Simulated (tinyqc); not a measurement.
A finite superlattice with mass mismatch, transfer matrices: two steps of the calculation.

One electron of energy E comes from the left lead (band edge 0); no transverse momentum. Parabolic bands, masses in units of m0, C = hbar^2/(2 m0); psi and psi'/m are continuous at every interface. N periods of a barrier d1 followed by a well Lw; the right lead equals the left one.

Parameters, values chosen for the exercise; masses and offsets of a made-up heterostructure: mass in the left lead mL = 0.034 m0; barrier height U1 = 1.2 eV; barrier mass m1 = 0.14 m0; barrier width d1 = 0.3 nm; well width (edge 0, mass mL) Lw = 3.9 nm; electron energy E = 0.645 eV.

Constants: q = 1.602176634e-19 C, hbar = 1.054571817e-34 J s, m0 = 9.1093837015e-31 kg, hbar^2/(2 m0) = 0.0380998212 eV nm^2. Results are converted to the units shown.

Question 1. Matrices of the layers. For the pair (psi, psi'/m) a flat layer has M = [[cos kd, (m/k) sin kd], [-(k/m) sin kd, cos kd]] with k = sqrt(m (E - U)/C) above its edge U, and M = [[cosh Kd, (m/K) sinh Kd], [(K/m) sinh Kd, cosh Kd]] with K = sqrt(m (U - E)/C) below it. M12 is in nm, M21 in 1/nm.

Wanted: M of layer 1; M of layer 2.

Answer 1.

M of layer 1:
```
       1        2
1  1.093  0.04330
2  4.505    1.093
```

M of layer 2:
```
         1         2
1  -0.9833  0.008144
2   -4.055   -0.9833
```

Question 2. Transmission and reflection. The matrix M carries (psi, psi'/m) across the stack, and v = k/m in each lead. psi = 1 + r at the left edge (incident amplitude 1) and t at the right edge. With det M = 1, a = i vR M11 - M21 and b = -vL vR M12 - i vL M22: t = 2 i vL/(a - b), r = -(a + b)/(a - b), T(E) = (vR/vL) |t|^2, R(E) = |r|^2.

M^N:
```
           1            2
1  1.3764896  0.077071347
2  20.286109    1.8623298
```

vL = 22.314077 1/nm
vR = 22.314077 1/nm

Give: t; r; T(E); R(E).

Answer 2.

t = 0.5811+0.1454i
r = 0.3323-0.7285i
T(E) = 0.3588
R(E) = 0.6412

T(E) + R(E) = 1: the current is conserved.

Range of the model: Masses are held fixed, although real bands cease to be parabolic a few tenths of an eV from their edges (inside a barrier too).

Computed by the program tinyqc: `OMP_NUM_THREADS=1 python tinyqc.py 2560112 2560113 out.jsonl`, one thread of a shared Intel Xeon 2.30GHz, about 0.01 s for the whole run.
